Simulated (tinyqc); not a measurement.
# MOS capacitor on a p-type substrate, surface potential from the exact charge relation: what changes with what

Uniform p-type substrate, Boltzmann statistics, full ionisation, classical densities. psi is the surface potential against the body (positive when the bands bend down) and u = psi/Vt. Traps are spread evenly over the gap and neutral at flat band, so their charge is -q Dit psi; the minority quasi-Fermi level is shifted by Vb.

Inputs (values chosen for the exercise); band and dielectric values close to those of silicon: temperature T = 300 K; band gap Eg = 1.13 eV; relative permittivity eps_r = 11.5; conduction-band density of states at T Nc = 2.77e19 cm^-3; valence-band density of states at T Nv = 2.68e19 cm^-3; electron affinity chi = 4.09 eV; acceptor density of the substrate N = 4.7e17 cm^-3; relative permittivity of the gate insulator (close to aluminium oxide) eox = 9.03; insulator thickness tox = 25 nm; gate work function phiM = 4.77 eV; fixed charge at the interface, in units of q Nf = 0 cm^-2; density of interface traps Dit = 4e11 cm^-2 eV^-1; reverse bias of the inversion layer against the body Vb = 0 V.

Constants: q = 1.602176634e-19 C, kB = 1.380649e-23 J/K, Vt = kB T/q, eps0 = 8.8541878128e-14 F/cm where lengths are in cm. Results are converted to the units shown.

Each table varies one quantity; the others keep the values above.

## Capacitance-voltage curves

ni = sqrt(Nc Nv) exp(-Eg/(2 Vt)), Eg in volts; phiF = Vt ln(N/ni); Cox = eps0 eox/tox; Vfb = phiM - chi - (Eg - Vt ln(Nv/N)) - q Nf/Cox; Q0 = sqrt(2 eps0 eps_r q N Vt); r = (ni/N)^2 exp(-Vb/Vt); VT = Vfb + [(2 phiF + Vb)(1 + q Dit/Cox) + sqrt(2 eps0 eps_r q N (2 phiF + Vb))/Cox]. u = psi/Vt; F^2 = exp(-u) + u - 1 + r (exp(u) - u - 1); Qs = -sign(u) Q0 F; Cs = -dQs/dpsi = (Q0/Vt) |1 - exp(-u) + r (exp(u) - 1)|/(2 F). psi solves Vg = Vfb + psi + (q Dit psi - Qs)/Cox. Low frequency: 1/C_LF = 1/Cox + 1/(Cs + q Dit). High frequency, in the simple estimate in which traps and minority carriers do not follow: 1/C_HF = 1/Cox + 1/Cd, Cd being Cs with r = 0 at the same psi. Deep depletion: r = 0 and Dit = 0 both in the equation for psi and in Cs. Minority sheet density N_inv = (Q0/(2 q)) int_0^u r (exp(t) - 1)/F(t) dt for u > 0. N_inv under 1 cm^-2 is printed as 0. Regimes: accumulation when majority carriers gather, then depletion up to |psi| = phiF + Vb, weak inversion up to 2 phiF + Vb, strong inversion beyond.

Capacitance-voltage curves:

| Vg (V) | psi (V) | C_LF/Cox | C_HF/Cox | C_deep/Cox | N_inv (cm^-2) | regime |
|---|---|---|---|---|---|---|
| -0.96 | -0.06181 | 0.9332 | 0.9323 | 0.9332 | 0 | accumulation |
| -0.51 | -0.02202 | 0.8823 | 0.8794 | 0.8803 | 0 | accumulation |
| -0.06 | 0.05491 | 0.7623 | 0.7504 | 0.7460 | 0 | depletion |
| 0.39 | 0.1942 | 0.6285 | 0.5986 | 0.5878 | 0 | depletion |
| 0.83 | 0.3758 | 0.5526 | 0.5086 | 0.4959 | 40.00 | depletion |
| 1.28 | 0.5888 | 0.5041 | 0.4493 | 0.4357 | 1.173e5 | weak inversion |
| 1.73 | 0.8198 | 0.4741 | 0.4073 | 0.3932 | 7.450e8 | weak inversion |
| 2.18 | 0.9798 | 0.8640 | 0.3853 | 0.3611 | 3.104e11 | strong inversion |
| 2.63 | 1.016 | 0.9480 | 0.3809 | 0.3358 | 1.085e12 | strong inversion |

C_LF/Cox is lowest, 0.474, at Vg = 1.73 V (weak inversion) among the rows listed and is 0.948 in the last row, where C_HF/Cox is 0.381 and the deep-depletion value 0.336. Vfb = -0.345 V, where C_HF/Cox = 0.843 (Cox in series with eps0 eps_r/LD), and VT = 1.93 V. Over the last two rows psi moves by only 0.081 V a volt of gate bias, since the inversion charge screens the body. The traps add q Dit = 0.20 Cox beside Cs, which lifts C_LF above C_HF even in depletion. In strong accumulation and inversion degeneracy and confinement, left out here, lower the capacitance.

## Effect of the insulator thickness on threshold and swing

ni = sqrt(Nc Nv) exp(-Eg/(2 Vt)), Eg in volts; phiF = Vt ln(N/ni); Cox = eps0 eox/tox; Vfb = phiM - chi - (Eg - Vt ln(Nv/N)) - q Nf/Cox; VT = Vfb + [(2 phiF + Vb)(1 + q Dit/Cox) + sqrt(2 eps0 eps_r q N (2 phiF + Vb))/Cox]. gamma = sqrt(2 eps0 eps_r q N)/Cox; Wm = sqrt(2 eps0 eps_r (2 phiF + Vb)/(q N)); m = 1 + (eps0 eps_r/Wm + q Dit)/Cox; swing m Vt ln 10; Cmin/Cox = 1/(1 + Cox Wm/(eps0 eps_r)).

The same in every row: Vfb (V) = -0.3455; 2 phiF (V) = 0.9201; Wm (nm) = 49.88.

Effect of the insulator thickness on threshold and swing:

| tox (nm) | gamma (V^0.5) | VT (V) | m | swing (mV/decade) | Cmin/Cox |
|---|---|---|---|---|---|
| 6.2 | 0.3037 | 0.9116 | 1.208 | 71.91 | 0.1367 |
| 9.3 | 0.4555 | 1.080 | 1.312 | 78.10 | 0.1919 |
| 14 | 0.6857 | 1.336 | 1.470 | 87.48 | 0.2633 |
| 21 | 1.029 | 1.716 | 1.704 | 101.5 | 0.3490 |
| 30 | 1.469 | 2.205 | 2.006 | 119.4 | 0.4337 |
| 45 | 2.204 | 3.021 | 2.510 | 149.4 | 0.5346 |
| 67 | 3.282 | 4.216 | 3.248 | 193.3 | 0.6311 |
| 100 | 4.898 | 6.010 | 4.355 | 259.2 | 0.7186 |

As tox goes from 6.2 to 100, VT rises from 0.912 to 6.01 V, the swing rises from 71.9 to 259 mV/decade and Cmin/Cox rises from 0.137 to 0.719. Vfb does not move. m - 1 goes as tox^(1.00), that is as 1/Cox.

Numbers from tinyqc (`OMP_NUM_THREADS=1 python tinyqc.py 2060028 2060029 out.jsonl`; about 0.01 s on one thread of a shared Intel Xeon 2.30GHz).
